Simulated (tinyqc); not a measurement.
Gate sheet resistance from two finger widths.

Inverse problem. At low frequency R = Rsh Wf/(3 L) + B/Wf, where B collects the channel and vertical terms. Find Rsh, B and the width of lowest R.

Values chosen for this exercise:
- L = 0.13 um (channel length)

input resistance of single fingers, contacted at one end, of width 1.1 and 9.8 um (ohm): 209.24242  184.76190

Answer. R Wf is a straight line in Wf^2; the minimum of R lies where both terms are equal.

Rsh = 6.50 ohm/square
B = 210 ohm um
width of lowest R = 3.55 um

tinyqc, about 0.01 s, one thread, Intel Xeon 2.30GHz (shared host): `OMP_NUM_THREADS=1 python tinyqc.py 2262140 2262141 out.jsonl`
